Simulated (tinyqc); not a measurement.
Programming of a floating-gate cell by Fowler-Nordheim tunnelling: one step of the calculation.

Per tunnel area the floating gate has Ctun = 3.9 eps0/tox to the channel (0 V) and Ccg to the control gate, Ct = Ctun/(1 - ag), no other coupling. With the threshold shift U = -Q/Ccg the field is F = ag (Vg - U)/tox, and dU/dt = J/Ccg. Fowler-Nordheim: J = A F^2 exp(-B/F), A = q^2/(16 pi^2 hbar mo phi) (times 1e14 for A/cm^2 with F in V/nm, emitter mass m0), B = (4/3) sqrt(mo/C) phi^1.5, C = hbar^2/(2 m0).

Problem. Constants of the cell. A, B, Ccg = ag Ct, the starting field and current, K = A B ag/(Ccg tox), and the knee time t0 = exp(B/F(0))/K.

Parameters, values chosen for the exercise; oxide values close to those of silicon dioxide: tunnel barrier phi = 3.15 eV; tunnelling mass mo = 0.46 m0; tunnel oxide thickness tox = 6.4 nm; coupling ratio Ccg/Ct ag = 0.71; tunnel area ar = 2400 nm^2; threshold shift at the start Vt0 = -0.6 V; control-gate voltage Vg = 9 V.

Constants: q = 1.602176634e-19 C, hbar = 1.054571817e-34 J s, m0 = 9.1093837015e-31 kg, eps0 = 8.8541878128e-14 F/cm where lengths are in cm, hbar^2/(2 m0) = 0.0380998212 eV nm^2. Results are converted to the units shown.

Give: A; B; Ccg; F(0); J(0); K; t0; electrons for 1 V of shift.

Solution.

A = 1.064e8 A cm^-2 (V/nm)^-2
B = 25.90 V/nm
Ccg = 1.321 uF/cm^2
F(0) = 1.065 V/nm
J(0) = 0.003306 A/cm^2
K = 2.314e14 1/s
t0 = 157.7 us
electrons for 1 V of shift = 197.9

Range of the model: Programming fields of 10 MV/cm and more wear the oxide; trapping and the channel potential are ignored.

tinyqc, about 0.01 s, one thread, Intel Xeon 2.30GHz (shared host): `OMP_NUM_THREADS=1 python tinyqc.py 2130099 2130100 out.jsonl`
